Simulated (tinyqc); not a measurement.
Size effects in the resistivity of thin metal films and interconnect lines: one step, computed by the program tinyqc. Command: `OMP_NUM_THREADS=1 python tinyqc.py 3017313 3017314 out.jsonl size walk`. One thread of a shared host (Intel(R) Xeon(R) Processor @ 2.30GHz), about 0.01 s of CPU time with the checks.

Electrons lose their drift at surfaces (a share 1 - p of the hits) and at grain boundaries (reflection R), besides bulk scattering. The line sits in a trench with a non-conducting liner on both walls and the bottom; the spacing equals the drawn width.

Task: Metal cross-section. Metal width w_m = w - 2t, height h_m = (aspect ratio) w - t, grain size D = (ratio) w_m.

Inputs (values chosen for the exercise, modelled on silver):
```
quantity                          value  unit
drawn line width w                   22    nm
grain size over metal width        0.73     -
aspect ratio (height over width)    2.6     -
liner thickness t                   0.7    nm
```

Geometry: line.

Give: metal width w_m; metal height h_m; grain size D; share of the trench filled by metal.

Result:

metal width w_m = 20.6 nm

metal height h_m = 56.5 nm

grain size D = 15.038 nm

share of the trench filled by metal = 92.49 %
